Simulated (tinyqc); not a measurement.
Inside a calculation. Method: tight binding, honeycomb lattice. One step of it, computed by the program tinyqc.

Question. Levels at k. Diagonalise the Hermitian matrix.

H(k) at k (eV):
```
                     A                    B
A             0.650000  -1.286949+1.370461i
B  -1.286949-1.370461i            -0.650000
```

Give: eigenvalues; weights |c|^2 of the basis functions.

Answer.

eigenvalues (eV): -1.9892  1.9892

weights |c|^2 of the basis functions:
```
   band 1  band 2
A  0.3366  0.6634
B  0.6634  0.3366
```
